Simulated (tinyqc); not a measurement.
Dopant redistribution at a moving silicon-oxide interface during parabolic oxidation: one step, computed by the program tinyqc.

Uniformly doped silicon is oxidised with x_ox = sqrt(B t); the interface advances into the silicon by alpha x_ox, alpha = 0.44. The dopant does not move in the oxide, and at the interface C(silicon) = m C(oxide).

Problem. Rates. D = D0 exp(-E/(k_B T)), converted with 1 cm^2/s = 3.6e11 um^2/h; B = B0 exp(-E_B/(k_B T)); s = alpha sqrt(B/(4 D)), the interface advance over 2 sqrt(D t). Temperatures in kelvin are T(C) + 273.15.

Inputs (values chosen for the exercise, modelled on boron in silicon under dry oxygen): dopant prefactor D0 = 0.964 cm^2/s; dopant activation energy E = 3.48 eV; oxidation prefactor B0 = 796 um^2/h; oxidation activation energy E_B = 1.23 eV; temperature T = 1150 C; time t = 1.4 h.

Constants: k_B = 8.617333262e-05 eV/K.

Give: D; B; s; oxide thickness; diffusion length 2 sqrt(D t).

Solution.

D = 0.1647 um^2/h

B = 0.03509 um^2/h

s = 0.1015

oxide thickness = 0.2216 um

diffusion length 2 sqrt(D t) = 0.9604 um

Diffusion outruns the interface. Caution: in this case the oxide is not much thicker than a typical Deal-Grove length A, so real growth is slower than parabolic. Caution: parabolic growth needs an oxide much thicker than the Deal-Grove length A, which fails for thin films and low temperatures; oxidation-enhanced or retarded diffusion is ignored.
